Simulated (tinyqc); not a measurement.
p-n diode, drift-diffusion by the Gummel loop with Scharfetter-Gummel fluxes: one step of the calculation.

Abrupt junction at x = 0, p side from -Lp, n side to Ln, ohmic contacts. psi is counted from the intrinsic level; n = ni exp((psi - phin)/Vt), p = ni exp((phip - psi)/Vt). Contacts: p side psi = V - Vt ln(Na/ni), p = Na, n = ni^2/Na; n side psi = Vt ln(Nd/ni), n = Nd, p = ni^2/Nd. Constant mobilities, D = mu Vt, Boltzmann statistics, SRH recombination through a mid-gap level, U = (n p - ni^2)/(tp (n + ni) + tn (p + ni)). Current is positive from the p contact to the n contact.

Problem. Electron continuity. With psi and p held, F_i = (mun Vt/h_i) [n_(i+1) B(d_i) - n_i B(-d_i)], d_i = (psi_(i+1) - psi_i)/Vt, B(d) = d/(exp(d) - 1); solve F_i - F_(i-1) = w_i [(n_i p_i - ni^2)/den_i - G] for the new n, with den = tp (n + ni) + tn (p + ni) taken at the old n and p, h_i = x_(i+1) - x_i, w_i = (h_(i-1) + h_i)/2; phin = psi - Vt ln(n/ni).

Parameters, values chosen for the exercise; band and dielectric values close to those of germanium: temperature T = 300 K; acceptor density of the p side Na = 7.2e15 cm^-3; donor density of the n side Nd = 5e16 cm^-3; electron mobility mun = 3200 cm^2/(V s); SRH lifetime of electrons tn = 5e-10 s; SRH lifetime of holes tp = 3e-9 s; uniform generation rate G = 0 cm^-3 s^-1.

Constants: q = 1.602176634e-19 C, kB = 1.380649e-23 J/K, Vt = kB T/q. Results are converted to the units shown.

```
node,x (nm),psi (V),n after Poisson (cm^-3),p after Poisson (cm^-3)
0,-2100,-0.00839557,7.4380779e10,7.2e15
1,-1140,-0.00845478,1.6686394e13,7.2165098e15
2,-598,-0.00840741,1.6717002e13,7.2032969e15
3,-294,-0.00644127,1.8037985e13,6.6757750e15
4,-123,0.01941641,4.9043095e13,2.4553411e15
5,-27,0.10298230,1.2428627e15,9.6887231e13
6,27,0.18797800,3.3288024e16,3.6174429e12
7,130,0.19819708,4.9426628e16,2.4362885e12
8,329,0.19849413,4.9997832e16,2.4084550e12
9,708,0.19849649,5.0002398e16,2.4082350e12
10,1440,0.19849649,5.0002408e16,2.4082345e12
11,2830,0.19849649,5.0002408e16,2.4082346e12
12,5500,0.19849525,5e16,1.0710832e10
```

ni = 2.3141772e13 cm^-3

Find: new n; phin after round 1.

Solution.

```
node,new n (cm^-3),phin after round 1 (V)
0,7.4381e10,0.14000
1,7.5108e12,0.02064
2,1.2439e13,0.00764
3,1.6668e13,0.00204
4,4.8608e13,0.00023
5,1.2409e15,0.00004
6,3.3240e16,0.00004
7,4.9357e16,0.00004
8,4.9930e16,0.00003
9,4.9940e16,0.00003
10,4.9949e16,0.00003
11,4.9967e16,0.00002
12,5.0000e16,0.00000
```

Computed by the program tinyqc: `OMP_NUM_THREADS=1 python tinyqc.py 2240022 2240023 out.jsonl`, one thread of a shared Intel Xeon 2.30GHz, about 0.2 s for the whole run.
